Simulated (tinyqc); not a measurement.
Sp3 tight binding, zinc-blende lattice, step by step. One step of it, computed by the program tinyqc.

Task: Bloch Hamiltonian at k. Slater-Koster rules over the four bonds with direction cosines (l, m, n): ss V_ss; s-px l V_sp; px-s -l V_sp; px-px l^2 V_pps + (1 - l^2) V_ppp; px-py l m (V_pps - V_ppp); each times exp(i k.d).

Parameters chosen for this model: zinc-blende lattice, anion at 0, cation at a/4 (1,1,1); V = eta hbar^2 / (m d^2), hbar^2/m = 7.619964 eV angstrom^2:
```
parameter          value      unit
a               5.810000  angstrom
d               2.515804  angstrom
Es anion      -13.320000        eV
Ep anion       -6.850000        eV
Es cation     -13.320000        eV
Ep cation      -6.850000        eV
eta ss         -1.460000
eta sp          1.910000
eta pp sigma    2.530000
eta pp pi      -0.810000
V ss           -1.757730        eV
V sp            2.299496        eV
V pp sigma      3.045930        eV
V pp pi        -0.975179        eV
```

k point k (2 pi / a): -0.050000  0.370000  -0.760000

Give: H(k) at k.

Result:

H(k) at k (eV), lower triangle (Hermitian):
```
                  a s             a px            a py             a pz
a s          -13.3200
a px           0.0000          -6.8500
a py           0.0000           0.0000         -6.8500
a pz           0.0000           0.0000          0.0000          -6.8500
c s   -2.1566-0.2816i  -2.7025-0.1282i  0.3238+1.0700i  -0.0842-4.1141i
c px   2.7025+0.1282i   0.4481+0.0585i  0.0850+4.1536i  -0.3269-1.0803i
c py  -0.3238-1.0700i   0.0850+4.1536i  0.4481+0.0585i   2.7284+0.1294i
c pz   0.0842+4.1141i  -0.3269-1.0803i  2.7284+0.1294i   0.4481+0.0585i

           c s     c px     c py     c pz
c s   -13.3200
c px    0.0000  -6.8500
c py    0.0000   0.0000  -6.8500
c pz    0.0000   0.0000   0.0000  -6.8500
```
